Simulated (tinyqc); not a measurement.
What moves the results: pair of shallow donors (hydrogen-like orbitals). A value that a table varies takes the place of the one given here.

Each donor has the orbital exp(-r/a); energy unit Ha* = q/(eps a), q = e^2/(4 pi eps0), so that a lone donor is bound by Ha*/2; x = R/a. One electron: S = (1 + x + x^2/3) exp(-x), j = 1/x - (1 + 1/x) exp(-2x), k = (1 + x) exp(-x); levels E(+/-) = -1/2 - (j +/- k)/(1 +/- S) in Ha*, without the repulsion of the ions, split by D = |E(-) - E(+)|. In six valleys the overlaps S and k are multiplied by v = [cos(K Rx) + cos(K Ry) + cos(K Rz)]/3, K = k0 (2 pi/a_lat), for isotropic envelopes and the symmetric valley state.

Two electrons, Heitler-London: with S' = (1 - x + x^2/3) exp(x), C = 1/x - exp(-2x)(1/x + 11/8 + 3x/4 + x^2/6), X = (1/5){exp(-2x)(25/8 - 23x/4 - 3x^2 - x^3/3) + (6/x)[S^2 (0.5772157 + ln x) + S'^2 Ei(-4x) - 2 S S' Ei(-2x)]}, Q = C - 2j + 1/x and A = X - 2 S k + S^2/x, the singlet and triplet lie at (Q +/- w A)/(1 +/- w S^2) from two lone donors, with the valley weight w = v^2; the exchange is J = triplet - singlet.

Constants: e^2/(4 pi eps0) = 14.39964547 eV angstrom.

Parameters, chosen for this exercise (near those of two donors in Si; the results hold for these values, not for the real material):

| symbol | value | unit | meaning |
|---|---|---|---|
| a | 17.2 | angstrom | orbital radius |
| eps | 11.1 |  | dielectric constant |
| a_lat | 5.431 | angstrom | lattice constant |
| k0 | 0.856 | 2 pi/a_lat | valley position |
| sites | ((7.5, 7.5, 0), (8, 8, 0), (8.5, 8.5, 0), (9, 9, 0), (9.5, 9.5, 0), (10, 10, 0), (10.5, 10.5, 0), (11, 11, 0), (11.5, 11.5, 0), (12, 12, 0)) | a_lat | positions of the second donor |
| Ns | (0.041, 0.1, 0.25, 0.62, 1.4, 3.1, 6.2) | x 1e18/cm^3 | donor densities |
| n | (18, 3, 0) | a_lat | separation vector |

## Lattice sites along [110]

D and J for each site, and for v = 1.

Results:

| site | R (angstrom) | v | D (meV) | J (micro-eV) | J for v = 1 |
|---|---|---|---|---|---|
| (7.5, 7.5, 0) | 57.6 | -0.251 | 2.60 | 236 | 3.77e+03 |
| (8, 8, 0) | 61.4 | 0.718 | 6.63 | 1.43e+03 | 2.78e+03 |
| (8.5, 8.5, 0) | 65.3 | 0.225 | 1.74 | 102 | 2.03e+03 |
| (9, 9, 0) | 69.1 | 0.143 | 0.947 | 30.2 | 1.47e+03 |
| (9.5, 9.5, 0) | 73.0 | 0.784 | 4.48 | 652 | 1.06e+03 |
| (10, 10, 0) | 76.8 | -0.287 | 1.37 | 62.4 | 761 |
| (10.5, 10.5, 0) | 80.6 | 0.998 | 4.09 | 540 | 542 |
| (11, 11, 0) | 84.5 | -0.243 | 0.828 | 22.6 | 385 |
| (11.5, 11.5, 0) | 88.3 | 0.705 | 2.03 | 135 | 271 |
| (12, 12, 0) | 92.2 | 0.241 | 0.581 | 11.1 | 191 |

Over these sites the envelope alone changes J by a factor 19.7, and the valley factor v^2 by 48.5; J runs from 11.1 at (12, 12, 0) to 1.43e+03 micro-eV at (8, 8, 0). Along [110] only two valleys keep their phase, so v = (1 + 2 cos)/3 can pass through zero. J does not fall steadily with distance.

## From lone donors to an impurity band (impurity band of shallow donors (Hubbard estimate))

Donors on a simple cubic lattice of spacing R = N^(-1/3) (1/angstrom^3 = 1e24/cm^3), Ha* = q/(eps a), q = e^2/(4 pi eps0), x = R/a. Hopping t = Ha* (1 + x) exp(-x), band width B = 12 t, on-site repulsion U = (5/8) Ha*; the gap closes near B/U = 1.15. Valley factors and disorder are left out.

Results:

| N (1e18/cm^3) | R (angstrom) | N^(1/3) a | t (meV) | B (meV) | B/U |
|---|---|---|---|---|---|
| 0.041 | 290.0 | 0.059 | 6.41e-05 | 0.000769 | 1.63e-05 |
| 0.10 | 215.4 | 0.080 | 0.00370 | 0.0445 | 0.000943 |
| 0.25 | 158.7 | 0.108 | 0.0757 | 0.909 | 0.0193 |
| 0.62 | 117.3 | 0.147 | 0.645 | 7.74 | 0.164 |
| 1.4 | 89.4 | 0.192 | 2.59 | 31.0 | 0.658 |
| 3.1 | 68.6 | 0.251 | 6.98 | 83.7 | 1.78 |
| 6.2 | 54.4 | 0.316 | 13.3 | 159 | 3.38 |

B/U passes 1.15 between 1.4 and 3.1 x 1e18/cm^3; the root is x = 4.52, N^(1/3) a = 0.221, N = 2.1 x 1e18/cm^3, below the 3.5 that the empirical rule N^(1/3) a = 0.26 gives; the estimate is rough, since random positions, the overlap of the orbitals and screening are left out. While N grows by 151 times, t grows by 2.07e+05 times.

## What each parameter does

x, D = |E(-) - E(+)| and J. Each row changes one parameter from the base and keeps the others.

Results:

| case | x | D (meV) | J (micro-eV) |
|---|---|---|---|
| base | 5.762 | 0.4337 | 6.21 |
| a = 18.9 angstrom | 5.244 | 0.5974 | 12.9 |
| eps = 12.2 | 5.762 | 0.3946 | 5.65 |
| k0 = 0.836 2 pi/a_lat | 5.762 | 0.5547 | 10.2 |
| n = (19, 3, 0) a_lat | 6.074 | 0.0009188 | 2.79e-05 |

The largest shifts from the base row, up to three for each result and ties (the steps differ in size, so this ranks the rows, not the parameters). x: a -0.518, n +0.312; unchanged at the printed digits by eps and k0. D (meV): n -0.433, a +0.164, k0 +0.121. J (micro-eV): a +6.72, n -6.21, k0 +3.95.

(tinyqc, `OMP_NUM_THREADS=1 python tinyqc.py 1281383 1281384 out.jsonl`, Intel(R) Xeon(R) Processor @ 2.30GHz, 1 thread, shared host, about 0.01 s.)
